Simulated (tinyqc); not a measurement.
Small-signal admittance of a forward-biased p+-n diode: one step of the calculation.

Holes injected into a neutral base of width wb with an ohmic contact at its end; low injection, p0 far above the equilibrium density. A small voltage v exp(i w t), w = 2 pi f, modulates the edge density by p0 v/Vt, and the small-signal density obeys Dp d2p/dx2 = (1/tau + i w) p.

Task. Closed-form admittance. L = sqrt(Dp tau); direct current J = (q Dp p0/L) coth(wb/L); k = sqrt(1 + i w tau)/L; diffusion admittance Y = (q Dp p0/Vt) k coth(k wb) = G + i w C_diff; junction capacitance C_j = sqrt(q eps0 eps_r Nd/(2 Vr)) in the depletion approximation, with the remaining barrier Vr = Vt ln(Na/p0), a rough value under forward bias; base-width modulation is left out.

Values chosen for this exercise; permittivity close to that of gallium arsenide: temperature T = 300 K; relative permittivity eps_r = 12.9; donor density of the base Nd = 6.9e16 cm^-3; hole diffusion coefficient Dp = 7 cm^2/s; hole lifetime tau = 7e-8 s; width of the neutral base wb = 9.8 um; excess hole density at the junction edge p0 = 2.3e15 cm^-3; acceptor density of the p+ side Na = 5e19 cm^-3; signal frequency f = 2.6e6 Hz.

Constants: q = 1.602176634e-19 C, kB = 1.380649e-23 J/K, Vt = kB T/q, eps0 = 8.8541878128e-14 F/cm where lengths are in cm. Results are converted to the units shown.

Wanted: L; J; k wb; Y; C_diff; C_j.

Result.

L = 7.000 um
J = 4.162 A/cm^2
k wb = 1.571+0.713i
Y = 167.7+59.4i S/cm^2
C_diff = 3.639 uF/cm^2
C_j = 0.1564 uF/cm^2

G is 1.04 times its low-frequency value J/Vt, and C_diff is 23.3 times C_j.

Numbers from tinyqc (`OMP_NUM_THREADS=1 python tinyqc.py 2890223 2890224 out.jsonl`; about 0.01 s on one thread of a shared Intel Xeon 2.30GHz).
